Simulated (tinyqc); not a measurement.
Trench capacitor in an array: capacitance, non-linearity, leakage and relaxation: one step of the calculation.

A film between two metal electrodes, each interface adding a series capacitance ci. The small-signal permittivity is ek (1 + aq E^2); the field is found with the linear permittivity. Leakage J = J0 sinh(E/Ef). After a voltage step the film passes a relaxation current kr C V tt^(-nr), tt being the time in seconds. The sidewall is a coaxial capacitor with radii a = dm/2 - t and b = dm/2, depth AR dm; the end face is left out.

Question. Cell capacitance, fields and time constant. Per length 1/c = ln(b/a)/(2 pi eps0 ek) + (1/a + 1/b)/(2 pi ci); cell capacitance c AR dm; per footprint over pt^2; fields c V/(2 pi eps0 ek r) at r = a and b; resistance of the inner electrode rho AR dm/(pi a^2); time constant R C/3 of the distributed line.

Inputs (values chosen for the exercise); permittivity of the order of that of aluminium oxide: relative permittivity of the film ek = 8.74; film thickness t = 21 nm; capacitance of each electrode interface (dead layer and screening) ci = 210 uF/cm^2; bias V = 2.1 V; diameter of the hole dm = 190 nm; aspect ratio, depth over diameter AR = 20; pitch of the square array pt = 320 nm; resistivity of the inner electrode rho = 220 uohm cm.

Constants: eps0 = 8.8541878128e-14 F/cm where lengths are in cm. Results are converted to the units shown.

Find: a; b; cell capacitance; capacitance per footprint; field at a; field at b; R; R C/3.

Answer.

a = 74.00 nm
b = 95.00 nm
cell capacitance = 7.370 fF
capacitance per footprint = 7.197 uF/cm^2
field at a = 1.132 MV/cm
field at b = 0.8817 MV/cm
R = 0.4860 kohm
R C/3 = 1.194 ps

The array gives 19.6 times the planar capacitance per footprint; curvature makes the field at the inner electrode 1.14 times the planar value.

Computed by the program tinyqc: `OMP_NUM_THREADS=1 python tinyqc.py 2102020 2102021 out.jsonl`, one thread of a shared Intel Xeon 2.30GHz, about 0.01 s for the whole run.
